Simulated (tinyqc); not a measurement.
# Ideality, saturation current and resistance from three points

Inverse problem. Well above the saturation current a diode obeys V = n Vt ln(I/I0) + I Rs. Find n, Rs and I0.

Values chosen for this exercise: temperature T = 293 K.

Constants: q = 1.602176634e-19 C, kB = 1.380649e-23 J/K, Vt = kB T/q. Results are converted to the units shown.

currents (A): [6e-6, 0.0002, 0.04]
voltages (V): [0.62704588, 0.79436719, 1.2249662]

Answer. V is linear in the three unknowns n Vt, Rs and -n Vt ln I0, so three points give a linear system.

n = 1.88
Rs = 4.50 ohm
I0 = 1.10e-11 A

Numbers from tinyqc (`OMP_NUM_THREADS=1 python tinyqc.py 2260027 2260028 out.jsonl`; about 0.01 s on one thread of a shared Intel Xeon 2.30GHz).
